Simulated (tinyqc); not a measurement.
Ewald sum of point charges, fluorite lattice, step by step. Computed by tinyqc, a small Python program that keeps every step. Command: `OMP_NUM_THREADS=1 python tinyqc.py 21332 21333 out.jsonl` (the two numbers bound the seeds that draw the settings). One thread of a shared host (Intel(R) Xeon(R) Processor @ 2.60GHz), about 0.06 s of CPU time with the checks.

## Ewald sum with eta = 0.356 1/bohr

cell vectors (rows) (bohr):
```
          1         2         3
1  0.000000  5.090000  5.090000
2  5.090000  0.000000  5.090000
3  5.090000  5.090000  0.000000
```

Charges:
```
q                f1        f2        f3
4.000000   0.000000  0.000000  0.000000
-2.000000  0.250000  0.250000  0.250000
-2.000000  0.750000  0.750000  0.750000
```

Real space: 1/2 sum q_i q_j erfc(eta r)/r over all images with r > 0; reciprocal space: (2 pi/V) sum_(G != 0) exp(-G^2/4 eta^2)/G^2 |S(G)|^2 with S(G) = sum q exp(i G.r); self term -eta/sqrt(pi) sum q^2; background -pi Q^2/(2 V eta^2), Q the total charge.

Real-space shells (first ones):
```
r (bohr)   pairs  sum (hartree)
4.408069      16      -0.384273
5.090000      12       0.048985
7.198347      36       0.005801
8.440810      48      -0.000487
8.816139      16       0.000033
10.180000     18       2.10e-06
11.093398     48      -4.04e-07
11.381586     48       8.46e-08
12.467903     72       7.97e-09
13.224208     64      -5.38e-10
14.396694     36              0
15.056423     96              0
```

Reciprocal shells (first ones that count):
```
G^2 (1/bohr^2)  vectors  sum (hartree)
1.142840              8       0.280001
1.523787              6       0.297159
4.190413             24       0.000561
4.571360              8       0.000324
7.237987             24       7.96e-07
7.618933             24       1.43e-06
10.285560            32       1.83e-09
```

## The total does not depend on eta

The same sums for other eta.

Totals (hartree per cell):
```
eta            real  reciprocal       self  background        total
0.356000  -0.329940    0.578047  -4.820436    0.000000  -4.57232818
0.496000  -0.027172    2.170956  -6.716113    0.000000  -4.57232818
0.684000  -0.000288    4.689696  -9.261736    0.000000  -4.57232818
```

shortest distance = 4.408069 bohr

Madelung constant -E d / (formula units |q+ q-|) = 2.519392
